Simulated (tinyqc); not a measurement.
Bound state in one dimension: Numerov shooting, finite differences, DVR, step by step. Computed by tinyqc, a small Python program that keeps every step. Settings: points = 48. Command: `OMP_NUM_THREADS=1 python tinyqc.py 23753 23754 out.jsonl` (the two numbers bound the seeds that draw the settings). One thread of a shared host (Intel(R) Xeon(R) Processor @ 2.60GHz), about 0.01 s of CPU time with the checks.

## Numerov steps at E = 0.1

One particle of mass 1 in V = 3.52 (x^2 - 1.91^2)^2 / 1.91^4 (atomic units), psi = 0 at both ends:
```
parameter                 value
left end              -3.400000
right end              3.400000
intervals                    48
h                      0.141667
state sought (nodes)          2
```

k_i = 2 m (E - V_i); (1 + h^2 k_(i+1)/12) y_(i+1) = 2 (1 - 5 h^2 k_i/12) y_i - (1 + h^2 k_(i-1)/12) y_(i-1), from y_0 = 0, y_1 = 0.001.

Points along the way:
```
i           x          V           k         y
0   -3.400000  16.556585  -32.913171  0.000000
1   -3.258333  12.844132  -25.488264  0.001000
2   -3.116667   9.730698  -19.261396  0.002507
3   -2.975000   7.158756  -14.117512  0.004982
4   -2.833333   5.073335   -9.946669  0.008861
5   -2.691667   3.422021   -6.644042  0.014493
16  -1.133333   1.477670   -2.755341  0.149466
17  -0.991667   1.878040   -3.556081  0.178674
18  -0.850000   2.263805   -4.327611  0.220795
19  -0.708333   2.618346   -5.036693  0.282338
20  -0.566667   2.927601   -5.655202  0.372788
21  -0.425000   3.180064   -6.160128  0.506089
```

## Bisection on the node count

With more sign changes than the state has nodes (the last point included) the energy is too high, else too low; the bracket starts as 0.1 to 12.

Trials:
```
trial           E  sign changes  y at the right end   next
1      6.05000000             5           -2.07e-02  lower
2      3.07500000             2            1.89e-01  raise
3      4.56250000             4            6.54e-02  lower
4      3.81875000             4            1.07e-02  lower
5      3.44687500             3           -3.96e-02  lower
6      3.26093750             2            1.49e-02  raise
7      3.35390625             3           -2.37e-02  lower
8      3.30742188             3           -7.69e-03  lower
9      3.28417969             2            2.74e-03  raise
10     3.29580078             3           -2.69e-03  lower
11     3.28999023             3           -3.08e-05  lower
12     3.28708496             2            1.34e-03  raise
13     3.28853760             2            6.51e-04  raise
14     3.28926392             2            3.09e-04  raise
...           ...           ...                 ...    ...
29     3.28992438             3           -5.10e-09  lower
30     3.28992437             2            8.04e-11  raise
31     3.28992438             3           -2.51e-09  lower
```

eigenvalue = 3.28992438 hartree

## The same grid by other methods

Three-point finite differences and the sine-DVR kinetic matrix of Colbert and Miller on the same points.

Lowest levels (hartree):
```
state  finite differences       DVR
0                1.297349  1.301311
1                1.316728  1.320703
2                3.281422  3.290003
3                3.751776  3.770533
4                5.072201  5.106782
```
